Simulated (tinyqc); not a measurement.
# Read current of a NAND string, cells in series solved by shooting: what changes with what

Cells in series, numbered from 0 at the source line (0 V) to the bit line, each followed by a gap resistance Rg. A cell with gate Vg, threshold VT, source Vs and drain Vd passes I = 2 nf K Vt^2 [F(Vs) - F(Vd)]/(1 + th max(Vg - VT, 0)), F(V) = ln^2(1 + exp((Vg - VT - nf V)/(2 nf Vt))). The selected cell has Vg = Vr, the others Vg = Vp.

Values chosen for this exercise; values of the order met in vertical NAND strings:
- T = 358 K (temperature)
- K = 19 uA/V^2 (gain factor of a cell)
- nf = 1.5 (slope factor)
- th = 0.02 1/V (mobility reduction factor)
- Rg = 4.5 kohm (resistance of the gap between cells)
- Vbl = 0.7 V (bit-line voltage)
- Vp = 5.9 V (pass voltage)
- Ve = -1.8 V (threshold of an erased cell)
- Vh = 4.1 V (threshold of the highest state)
- Vx = 1.1 V (threshold of the selected cell)
- Is = 10 nA (sensing current)
- Vr = 2.64 V (read voltage on the selected word line)

Constants: q = 1.602176634e-19 C, kB = 1.380649e-23 J/K, Vt = kB T/q. Results are converted to the units shown.

Each table varies one quantity; the others keep the values above.

## Read current against the number of cells

For a trial current I start at 0 V and, cell by cell, solve for the drain: sqrt(F(Vd)) = sqrt(F(Vs) - I/k), k = 2 nf K Vt^2/(1 + th max(Vg - VT, 0)), Vd = [Vg - VT - 2 nf Vt ln(exp(sqrt F) - 1)]/nf, then add I Rg. The string current is the I for which the last node reaches Vbl. The apparent threshold is the Vr at which I = Is. Background: all other cells erased (VT = Ve) or all in the highest state (VT = Vh); ratio and shift are high over erased and high minus erased. The selected cell is in the middle, cell n/2.

Results:
columns A: n; B: I, others erased (uA); C: I, others high (uA); D: ratio; E: apparent VT, erased (V); F: apparent VT, high (V); G: background shift (mV)
```
A         B        C       D      E      F      G
8     4.683    1.801  0.3847  1.043  1.044  1.345
16    2.771   0.9111  0.3288  1.044  1.047  2.693
32    1.523   0.4581  0.3008  1.045  1.051  5.394
96   0.5428   0.1532  0.2823  1.051  1.068  16.28
128  0.4107   0.1150  0.2800  1.054  1.076  21.78
192  0.2762  0.07669  0.2777  1.060  1.093  32.87
```

Estimate the missing row, n = 64.

Computed row:
columns A: n; B: I, others erased (uA); C: I, others high (uA); D: ratio; E: apparent VT, erased (V); F: apparent VT, high (V); G: background shift (mV)
```
A        B       C       D      E      F      G
64  0.8004  0.2297  0.2869  1.048  1.059  10.82
```

With this row back in the table: With erased neighbours the current falls from 4.68 to 0.276 uA, as n^(-0.76) between the first two rows and n^(-0.98) between the last two (-1 once the series resistance rules). The ratio falls from 0.385 to 0.278 and the background shift rises from 1.35 to 32.9 mV.

## Effect of the position of the selected cell

Same model as above.

The string has 64 cells, numbered from the source.

Effect of the position of the selected cell:
columns A: j; B: I, others erased (uA); C: I, others high (uA); D: ratio; E: apparent VT, erased (V); F: apparent VT, high (V); G: background shift (mV)
```
A        B       C       D      E      F         G
0   0.8149  0.2299  0.2821  1.042  1.042  7.518e-9
9   0.8119  0.2298  0.2831  1.044  1.047     3.030
18  0.8082  0.2298  0.2843  1.046  1.052     6.070
27  0.8035  0.2297  0.2859  1.047  1.056     9.121
36  0.7976  0.2296  0.2879  1.049  1.061     12.18
45  0.7898  0.2295  0.2905  1.051  1.066     15.25
54  0.7793  0.2292  0.2941  1.052  1.071     18.34
63  0.7646  0.2287  0.2991  1.054  1.075     21.43
```

Read the table: what changes, and by how much?

From the source end to the bit-line end the apparent VT with high neighbours rises from 1.042 to 1.075 V and the background shift rises from 7.52e-9 to 21.4 mV. Cells and gaps on the source side raise the source of the selected cell, which costs nf times that voltage in gate drive; those on the drain side only lower its drain voltage.

Program tinyqc, `OMP_NUM_THREADS=1 python tinyqc.py 2142273 2142274 out.jsonl`; Intel Xeon 2.30GHz, shared host, one thread, about 0.7 s.
